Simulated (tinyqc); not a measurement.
How errors in the targets pass to the parameters: fitting sp3s* parameters to three gaps by Newton steps.

J:
```
            Vss      Exa      Exc
Gamma  -0.85451  0.00000  0.00000
X       0.00000  0.28939  0.00000
L      -0.17510  0.07078  0.05046
```

The gaps at Gamma, X and L of an sp3s* model are fitted with Vss, Exa and Exc; J holds the derivatives of the gaps by these parameters at the start. The change of each parameter for +10 meV on one target is 10 J^-1, in meV.

Shifts (meV):
```
target raised    Vss   Exa    Exc
Gamma          -11.7   0.0  -40.6
X                0.0  34.6  -48.5
L                0.0   0.0  198.2
```

root sum of squares (meV): Vss 11.7, Exa 34.6, Exc 208.0

Independent errors of 10 meV leave Exc least certain (208 meV) and Vss best fixed (11.7 meV). The largest single entry, 198 meV, comes from the target at L.

Program tinyqc; command `OMP_NUM_THREADS=1 python tinyqc.py 1452570 1452571 out.jsonl`; about 0.1 s on one thread of a shared Intel(R) Xeon(R) Processor @ 2.30GHz.
